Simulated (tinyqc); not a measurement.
Gated graphene, quantum capacitance: two steps of the calculation.

phi is the Fermi level above the Dirac point, in volts; Vg is counted from the gate voltage of charge neutrality. Ideal linear bands, no charge puddles.

Inputs (values chosen for the exercise); values close to those of graphene: temperature T = 300 K; Fermi velocity vF = 1.09e6 m/s; density of traps Dit = 5.4e11 cm^-2 eV^-1; gate voltage Vg = -0.64 V.

Constants: q = 1.602176634e-19 C, kB = 1.380649e-23 J/K, hbar = 1.054571817e-34 J s, Vt = kB T/q. Results are converted to the units shown.

Question 1. New phi. N0 = (2/pi)(kB T/(hbar vF))^2; n = N0 F1(phi/Vt), p = N0 F1(-phi/Vt), F1(e) = int_0^infinity u du/(1 + exp(u - e)) = -Li2(-exp(e)); Cq = q d(n - p)/dphi = (q N0/Vt) ln[2 (1 + cosh(phi/Vt))]. Newton: f = phi + q (n - p + Dit phi)/Cox - Vg, phi(new) = phi - f/(1 + (Cq + q Dit)/Cox).

phi after iteration 1 = -0.34143057 V
Cox = 1.0821785 uF/cm^2

Wanted: n; p; Cq; f; phi after iteration 2.

Answer 1.

n = 1.5188e5 cm^-2
p = 7.3449e12 cm^-2
Cq = 6.7656 uF/cm^2
f = -0.81615 V
phi after iteration 2 = -0.23011 V

Question 2. Charge and capacitances at the solution. 1/C_G = 1/Cox + 1/(Cq + q Dit); dphi/dVg = Cox/(Cox + Cq + q Dit).

converged phi = -0.20782603 V
Cox = 1.0821785 uF/cm^2

Wanted: n - p; Cq; C_G; dphi/dVg.

Answer 2.

n - p = -2.8069e12 cm^-2
Cq = 4.1185 uF/cm^2
C_G = 0.86068 uF/cm^2
dphi/dVg = 0.20468

C_G is 79.5 % of Cox; 32.5 % of the gate voltage has gone into phi.

Computed by the program tinyqc: `OMP_NUM_THREADS=1 python tinyqc.py 2200027 2200028 out.jsonl`, one thread of a shared Intel Xeon 2.30GHz, about 0.01 s for the whole run.
